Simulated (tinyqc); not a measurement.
G0W0 on RHF in the sto-6g basis, for BeH2, spin multiplicity 1, step by step. One step of it, computed by the program tinyqc.

Problem. G0W0 on Hartree-Fock: LUMO. W(p,q,m) = sqrt2 sum_ia (pq|ia) (X+Y)_ia,m; Sigma_c(x) = sum_(i,m) W^2/(x - e_i + w_m) + sum_(a,m) W^2/(x - e_a - w_m); solve x = e_p + Sigma_c(x) by Newton steps; Z = 1/(1 - dSigma/dx); 1 hartree = 27.211386 eV.

orbital energies (hartree): MO1 -4.587167, MO2 -0.473630, MO3 -0.441306, MO4 0.206115, MO5 0.206115, MO6 0.500614, MO7 1.054121

Two-electron integrals over orbitals (pq|rs), unique and non-zero (hartree):
```
(11|11) 2.280288    (21|11) -0.204871   (21|21) 0.028739    (22|11) 0.502414
(22|21) -0.007092   (22|22) 0.408713    (31|11) 0.005305    (31|21) -0.000550
(31|22) 0.001091    (31|31) 0.006574    (32|11) -0.000019   (32|21) 0.000576
(32|22) 0.010049    (32|31) 0.015391    (32|32) 0.166473    (33|11) 0.473079
(33|21) -0.002663   (33|22) 0.421318    (33|31) -0.000750   (33|32) -0.008445
(33|33) 0.445124    (41|41) 0.016053    (42|41) 0.015262    (42|42) 0.049895
(43|41) -0.000412   (43|42) -0.000904   (43|43) 0.015489    (44|11) 0.570044
(44|21) -0.007893   (44|22) 0.374831    (44|31) 0.000198    (44|32) 0.000082
(44|33) 0.364094    (44|44) 0.450117    (51|51) 0.016053    (52|51) 0.015262
(52|52) 0.049895    (53|51) -0.000412   (53|52) -0.000904   (53|53) 0.015489
(54|54) 0.024258    (55|11) 0.570044    (55|21) -0.007893   (55|22) 0.374831
(55|31) 0.000198    (55|32) 0.000082    (55|33) 0.364094    (55|44) 0.401601
(55|55) 0.450117    (61|11) -0.183383   (61|21) 0.026609    (61|22) -0.007409
(61|31) -0.000769   (61|32) -0.000106   (61|33) -0.004363   (61|44) -0.004149
(61|55) -0.004149   (61|61) 0.025015    (62|11) 0.105919    (62|21) -0.007380
(62|22) -0.029371   (62|31) 0.000025    (62|32) -0.003002   (62|33) -0.050816
(62|44) 0.046782    (62|55) 0.046782    (62|61) -0.004025   (62|62) 0.076582
(63|11) -0.004359   (63|21) 0.000118    (63|22) -0.004783   (63|31) -0.003518
(63|32) -0.095854   (63|33) 0.006680    (63|44) -0.002003   (63|55) -0.002003
(63|61) 0.000168    (63|62) -0.000712   (63|63) 0.082363    (64|41) 0.016332
(64|42) 0.047624    (64|43) -0.001412   (64|64) 0.051691    (65|51) 0.016332
(65|52) 0.047624    (65|53) -0.001412   (65|65) 0.051691    (66|11) 0.490538
(66|21) -0.007016   (66|22) 0.405393    (66|31) 0.000061    (66|32) -0.001193
(66|33) 0.416069    (66|44) 0.374041    (66|55) 0.374041    (66|61) -0.006571
(66|62) -0.036815   (66|63) 0.002114    (66|66) 0.418944    (71|11) -0.000582
(71|21) 0.000449    (71|22) 0.001203    (71|31) 0.012125    (71|32) 0.021198
(71|33) -0.001180   (71|44) 0.000009    (71|55) 0.000009    (71|61) -0.000057
(71|62) -0.000162   (71|63) -0.002820   (71|66) -0.000207   (71|71) 0.023093
(72|11) 0.003679    (72|21) -0.000103   (72|22) -0.003482   (72|31) 0.002886
(72|32) -0.047780   (72|33) 0.001312    (72|44) 0.001446    (72|55) 0.001446
(72|61) -0.000123   (72|62) 0.003804    (72|63) 0.061611    (72|66) -0.000615
(72|71) 0.006592    (72|72) 0.057707    (73|11) 0.133938    (73|21) -0.005361
(73|22) -0.010313   (73|31) -0.000043   (73|32) 0.000162    (73|33) -0.024538
(73|44) 0.054115    (73|55) 0.054115    (73|61) -0.003012   (73|62) 0.071733
(73|63) -0.003758   (73|66) -0.028809   (73|71) -0.000302   (73|72) 0.001333
(73|73) 0.081061    (74|41) 0.000105    (74|42) 0.000720    (74|43) 0.013864
(74|64) 0.000242    (74|74) 0.016191    (75|51) 0.000105    (75|52) 0.000720
(75|53) 0.013864    (75|65) 0.000242    (75|75) 0.016191    (76|11) -0.000410
(76|21) 0.000394    (76|22) 0.008102    (76|31) 0.011995    (76|32) 0.144424
(76|33) -0.008206   (76|44) 0.000092    (76|55) 0.000092    (76|61) -0.000111
(76|62) -0.002340   (76|63) -0.096540   (76|66) -0.001699   (76|71) 0.016523
(76|72) -0.059729   (76|73) 0.000800    (76|76) 0.142808    (77|11) 0.588782
(77|21) -0.009154   (77|22) 0.440169    (77|31) 0.000338    (77|32) 0.002401
(77|33) 0.459225    (77|44) 0.395764    (77|55) 0.395764    (77|61) -0.009097
(77|62) -0.044414   (77|63) -0.000164   (77|66) 0.447005    (77|71) 0.000051
(77|72) -0.002099   (77|73) -0.019600   (77|76) 0.001452    (77|77) 0.503766
```

excitation energies w (hartree): 0.677661  0.677661  0.772803  0.772803  1.067979  1.081745  1.655895  1.673294  4.825338  4.825338  5.137576  5.687306

X + Y:
```
            1          2          3          4          5          6          7          8
1>4  0.000000   0.000116  -0.012101  -0.000004   0.000000   0.000000   0.000000   0.000000
1>5  0.000116   0.000000   0.000004  -0.012101   0.000000   0.000000   0.000000   0.000000
1>6  0.000000   0.000000   0.000000   0.000000   0.000047   0.002386  -0.000334   0.002958
1>7  0.000000   0.000000   0.000000   0.000000   0.002956  -0.000080  -0.004418  -0.000441
2>4  0.000005   0.017318   0.937710   0.000329   0.000000   0.000000   0.000000   0.000000
2>5  0.017318  -0.000005  -0.000329   0.937710   0.000000   0.000000   0.000000   0.000000
2>6  0.000000   0.000000   0.000000   0.000000   0.061508   0.924148  -0.016587   0.165591
2>7  0.000000   0.000000   0.000000   0.000000  -0.225115   0.002070   0.933042   0.138389
3>4  0.000268   0.977288  -0.015826  -0.000006   0.000000   0.000000   0.000000   0.000000
3>5  0.977288  -0.000268   0.000006  -0.015826   0.000000   0.000000   0.000000   0.000000
3>6  0.000000   0.000000   0.000000   0.000000   0.920357  -0.059833   0.141549   0.011712
3>7  0.000000   0.000000   0.000000   0.000000  -0.002468  -0.256513  -0.136775   0.912495

             9         10         11         12
1>4   0.000000   0.996661   0.000000   0.000000
1>5   0.996661   0.000000   0.000000   0.000000
1>6   0.000000   0.000000   0.995140  -0.000193
1>7   0.000000   0.000000   0.000214   0.995942
2>4   0.000000   0.001823   0.000000   0.000000
2>5   0.001823   0.000000   0.000000   0.000000
2>6   0.000000   0.000000  -0.000629  -0.000020
2>7   0.000000   0.000000  -0.000032   0.001349
3>4   0.000000  -0.000047   0.000000   0.000000
3>5  -0.000047   0.000000   0.000000   0.000000
3>6   0.000000   0.000000   0.000025  -0.000330
3>7   0.000000   0.000000  -0.000769  -0.000060
```

Give: The 12 largest terms at x = e_p; Newton steps; quasiparticle energy of the LUMO; Hartree-Fock value.

Solution.

The 12 largest terms at x = e_p (hartree; W for the signs of X + Y given):

| q | m | W | term |
|---|---|---|---|
| 4 | 8 | 0.0810 | -0.0039 |
| 6 | 3 | 0.0629 | -0.0037 |
| 2 | 3 | 0.0659 | 0.0030 |
| 4 | 6 | 0.0417 | -0.0016 |
| 3 | 2 | 0.0214 | 3.45e-04 |
| 7 | 2 | 0.0192 | -2.41e-04 |
| 6 | 10 | 0.0231 | -1.05e-04 |
| 2 | 10 | 0.0216 | 8.51e-05 |
| 1 | 3 | 0.0200 | 7.17e-05 |
| 4 | 7 | -0.0101 | -6.11e-05 |
| 1 | 10 | 0.0227 | 5.34e-05 |
| 4 | 11 | -0.0059 | -6.87e-06 |

Newton steps (hartree):

| step | x | Sigma_c(x) | Z |
|---|---|---|---|
| 0 | 0.2061 | -0.0061 | 0.9902 |
| 1 | 0.2001 | -0.0060 | 0.9903 |
| 2 | 0.2001 | -0.0060 | 0.9903 |

quasiparticle energy of the LUMO = 5.4443 eV

Hartree-Fock value = 5.6087 eV
